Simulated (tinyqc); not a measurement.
# Transfer-length model of a contact: effect of the contact resistivity

A metal contact of length d and width W on a thin layer of the same width. The metal has no resistance, the sheet resistance under it equals Rsh, and current enters the layer at the front edge x = 0.

Transfer length Lt = sqrt(rc/Rsh); front resistance Rc = (Rsh Lt/W) coth(d/Lt); end resistance Re = (Rsh Lt/W)/sinh(d/Lt).

Values chosen for this exercise: sheet resistance of the semiconductor layer Rsh = 2400 ohm/sq; contact length d = 0.1 um; contact width W = 6.4 um.

Results:
```
rc (ohm cm^2)  Lt (um)    d/Lt  Rc W (ohm um)
4.5e-9         0.01369   7.303          32.86
1.2e-8         0.02236   4.472          53.68
3.1e-8         0.03594   2.782          86.92
8e-8           0.05774   1.732          147.5
2.1e-7         0.09354   1.069          284.5
5.4e-7          0.1500  0.6667          617.7
3.6e-6          0.3873  0.2582           3680
9.5e-6          0.6292  0.1589           9580
```

Estimate the missing row, rc = 1.4e-6 ohm cm^2.

Computed row:
```
rc (ohm cm^2)  Lt (um)    d/Lt  Rc W (ohm um)
1.4e-6          0.2415  0.4140           1479
```

With this row back in the table: Rc W rises from 32.9 to 9580 ohm um, as rc^(0.50) between the first two rows (d/Lt = 7.3) and rc^(0.99) between the last two (d/Lt = 0.16); a long contact gives the power 1/2 and a short one 1. In 1 of the 9 rows Lt is below 20 nm, near the thickness of a real layer, where current spreads in depth and the line model fails.

Computed by the program tinyqc: `OMP_NUM_THREADS=1 python tinyqc.py 2760020 2760021 out.jsonl`, one thread of a shared Intel Xeon 2.30GHz, about 0.01 s for the whole run.
